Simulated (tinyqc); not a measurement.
Inside a calculation. Method: UKS/BLYP in the sto-3g basis, for BeH, spin multiplicity 2. One step of it, computed by the program tinyqc.

Task: Iteration 2: DIIS coefficients. Solve [B -1; -1 0][c; lambda] = [0; -1] for the coefficients, which sum to one.

B (overlaps of the stored error matrices):
$$\begin{pmatrix}
1.2000795e-01 & -1.0489584e-01 \\
-1.0489584e-01 & 1.3525870e-01
\end{pmatrix}$$

Give: DIIS coefficients.

Result:

DIIS coefficients: [0.5164, 0.4836]
